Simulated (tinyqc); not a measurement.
Speciation in dilute and buffered hydrofluoric acid, oxide etch rate and bath loading: one step, computed by the program tinyqc.

Concentrations stand for activities, NH4+ and Cl- are spectators, and water ionisation is neglected. H, F and HF2 denote the ions H+, F- and HF2-. The base temperature is 298 K.

Question. Etch rate. Rate = k_a ([HF] + 2 [H2F2]) + k_b [HF2], an empirical two-term form. Time = oxide/rate; a temperature error changes the rate by exp((E_a/k_B)(1/298 - 1/(298 + error))) - 1.

Inputs (values chosen for the exercise, of the order of those for thermal oxide at room temperature):

| quantity | value | unit |
|---|---|---|
| NH4F added | 4.9 | mol/L |
| HCl added | 0 | mol/L |
| rate constant of neutral HF k_a | 13 | nm L/(min mol) |
| rate constant of HF2 k_b | 69 | nm L/(min mol) |
| activation energy | 0.41 | eV |
| temperature error | 0.5 | K |
| oxide removed per wafer | 75 | nm |

[HF] = 0.09708667 mol/L

[H2F2] = 0.02874876 mol/L

[HF2] = 1.245399 mol/L

Constants: k_B = 8.617333262e-05 eV/K.

Give: etch rate; share of HF2 in the rate; etch time; rate change from the temperature error.

Answer.

etch rate = 87.94 nm/min

share of HF2 in the rate = 97.71 %

etch time = 51.17 s

rate change from the temperature error = 2.710 %

Caution: at ionic strengths above about 0.5 mol/L activities differ much from concentrations, so pH and rates are only indicative.
